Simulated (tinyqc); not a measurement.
## Thin-film transistor with exponential tail and deep states, accumulation layer: effect of the temperature

An undoped film in accumulation, thicker than the space-charge layer. With band bending psi the Fermi level lies E0 - psi below the band edge. Free electrons n = n0 exp(psi/Vt) carry the current; electrons in two exponential distributions of traps, a = a0 exp(psi/Va) and d = d0 exp(psi/Vp), do not. Linear regime, ohmic contacts, traps in equilibrium.

Va = kB Tt/q, Vp = kB Td/q; n0 = Nc exp(-E0/Vt), a0 = Nt th(T/Tt) exp(-E0/Va), d0 = Nd th(T/Td) exp(-E0/Vp), th(x) = pi x/sin(pi x). G(psi) = sum over the three kinds of c0 [V (exp(psi/V) - 1) - psi], field F = sqrt(2 q G/(eps0 eps_r)); Vg = psi + eps0 eps_r F/Ci at the surface. Total charge Q = Ci (Vg - psi_s); free charge Qf = q times the integral of n0 (exp(psi/Vt) - 1)/F over psi from 0 to psi_s; I = (W/L) mb Qf Vd; effective mobility mb Qf/Q. Nc, E0 and mb are held fixed.

Values chosen for this exercise; values close to those of an organic semiconductor:
- eps_r = 3.2 (relative permittivity of the semiconductor)
- Nc = 1.2e20 cm^-3 (density of extended states)
- mb = 3.2 cm^2/(V s) (band mobility)
- Nt = 1.2e20 cm^-3 (total density of tail states)
- Tt = 440 K (characteristic temperature of the tail)
- Nd = 2.3e17 cm^-3 (total density of deep states)
- Td = 1330 K (characteristic temperature of the deep states)
- E0 = 0.4 eV (bulk Fermi level below the band edge)
- Ci = 60 nF/cm^2 (gate capacitance)
- WL = 20 (ratio W/L)
- Vd = 0.1 V (drain voltage)
- Vg = 3.9 V (gate voltage above flat band)

Constants: q = 1.602176634e-19 C, kB = 1.380649e-23 J/K, Vt = kB T/q, eps0 = 8.8541878128e-14 F/cm where lengths are in cm. Results are converted to the units shown.

Results:
```
T (K)	E0 - psi_s (eV)	Q (nC/cm^2)	free share (%)	effective mobility (cm^2/(V s))	I (nA)
160	0.09222	215.5	0.2457	0.007862	3.389
200	0.09770	215.9	0.9004	0.02881	12.44
220	0.1011	216.1	1.426	0.04563	19.72
240	0.1050	216.3	2.070	0.06624	28.66
260	0.1095	216.6	2.804	0.08973	38.86
280	0.1145	216.9	3.587	0.1148	49.78
300	0.1203	217.2	4.365	0.1397	60.68
```

Estimate the missing row, T = 180 K.

Computed row:
```
T (K)	E0 - psi_s (eV)	Q (nC/cm^2)	free share (%)	effective mobility (cm^2/(V s))	I (nA)
180	0.09475	215.7	0.5076	0.01624	7.007
```

With this row back in the table: As T goes from 160 to 300 K, the free share rises from 0.246 to 4.36 %, the distance of the Fermi level from the edge rises from 0.0922 to 0.120 eV and the current rises from 3.39 to 60.7 nA. The apparent activation energy between the first two rows is 0.0901 eV, against E0 - psi_s = 0.0922 eV there. For T = 280 to 300 K the th form, which assumes a Fermi level far below the edge, overcounts the filled tail at the surface by more than 15 %.

Program tinyqc, `OMP_NUM_THREADS=1 python tinyqc.py 2610106 2610107 out.jsonl`; Intel Xeon 2.30GHz, shared host, one thread, about 0.02 s.
